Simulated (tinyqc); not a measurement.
## Density of surface states from the Kelvin-probe reading

Problem. n-type bulk, xi = Ec - EF = Vt ln(Nc/Nd), p0 = ni^2/Nd, ni = sqrt(Nc Nv) exp(-Eg/(2 Vt)), Eg in volts. b is the upward band bending, u = b/Vt. Space charge per area, in units of q: Qc = sign(b) sqrt((2 eps0 eps_r Vt/q) [(Nd + dn)(exp(-u) - 1) + Nd u + (p0 + dn)(exp(u) - 1)]), with dn the excess density under light (flat quasi-Fermi levels; 0 in the dark). The states hold -Ds (E0 - xi - b): negative while the Fermi level lies above the neutrality level. Neutrality: Qc + Qf + (charge of the states) = 0. Work function chi + xi + b; contact potential difference CPD = (work function of the sample) - pt. Find b, Qc and Ds.

Parameters, values chosen for the exercise; band and dielectric values close to those of 4H silicon carbide: temperature T = 300 K; band gap Eg = 3.27 eV; relative permittivity eps_r = 9.84; conduction-band density of states at T Nc = 1.69e19 cm^-3; valence-band density of states at T Nv = 2.48e19 cm^-3; electron affinity chi = 3.6 eV; donor density Nd = 2e17 cm^-3; fixed positive charge at the surface Qf = 0 cm^-2; work function of the probe tip pt = 5.03 eV; depth of their neutrality level below the conduction edge E0 = 0.76 eV.

Constants: q = 1.602176634e-19 C, kB = 1.380649e-23 J/K, Vt = kB T/q, eps0 = 8.8541878128e-14 F/cm where lengths are in cm. Results are converted to the units shown.

CPD = -742.70237 mV

Solution. The CPD gives b, b gives Qc, and neutrality gives Ds.

b = 0.573 V
Qc = 1.09e12 cm^-2
Ds = 1.50e13 cm^-2 eV^-1

Program tinyqc, `OMP_NUM_THREADS=1 python tinyqc.py 2430022 2430023 out.jsonl`; Intel Xeon 2.30GHz, shared host, one thread, about 0.01 s.
